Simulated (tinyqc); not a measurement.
Interpolating the pair or each band alone: Wannier functions of a composite (isolated) pair of valence bands (bonds of an sp chain).

Each atom has a hybrid pointing left (<) and right (>). H(k): diagonal +V3 on A, -V3 on B; <A<|A>> = -V1a, <B<|B>> = -V1b, <A>|B<> = -V2, <B>|A<> = -V2p exp(ik); k in 1/a, Bloch sums with exp(ikR). The two lowest bands are filled. Trial functions in cell 0: g1 = cos(c) A> + sin(c) B<, and g2 = sin(c) B> + cos(c) A< of cell 1, whose Bloch vector has cos(c) exp(-ik) on A<. Projection A_mn = <psi_m|g_n>, S = A^+ A, Loewdin U = A S^(-1/2), Bloch-like states w_n = sum_m psi_m U_mn, H_W(k) = U^+ diag(E) U. P = sum_m |psi_m><psi_m| is free of phase choices, and S = g^+ P g, w = P g S^(-1/2).

Parameters, chosen for this exercise:
```
symbol  value  unit     meaning
V2      4.09   eV       coupling in the bond A-B inside the cell
V2p     4.59   eV       coupling in the bond to the next cell
V1a     0.75   eV       coupling of the two hybrids on A
V1b     1.76   eV       the same on B
V3      1.39   eV       A at +V3, B at -V3
c       45     degrees  trial bonds cos(c) on A, sin(c) on B
```

Largest error on 25 points from 0 to pi. Pair: diagonalise the Hermitian part of sum_R exp(ikR) H(R) over the N cells nearest the origin, with H(R) the mean of exp(-ikR) H_W(k) on the mesh k = 2 pi j/N. Alone: the cosine series of each sorted band on the same mesh.

Errors (meV):
```
N      pair  each band alone
3   5.04497         26.34496
4   0.15682          2.35396
6   0.00276          0.32390
8   0.00016          0.05001
10  0.00001          0.00748
14  0.00000          0.00021
```

Give the missing row, N = 5.

Computed row:
```
N     pair  each band alone
5  0.13200          3.04024
```

smallest spacing of the two filled bands = 1.8147 eV

At N = 6 the pair errs by 0.0028 meV and the single bands by 0.32; at N = 10, 9.0e-06 against 0.0075. Both fall exponentially: the pair at a rate tied to the gap to the empty bands (6.61 eV), the single bands at a slower one tied to their own spacing (1.815 eV at the closest). Not every column falls at every step, since even meshes hold k = pi and odd ones do not.

Program tinyqc; command `OMP_NUM_THREADS=1 python tinyqc.py 1452590 1452591 out.jsonl`; about 0.2 s on one thread of a shared Intel(R) Xeon(R) Processor @ 2.30GHz.
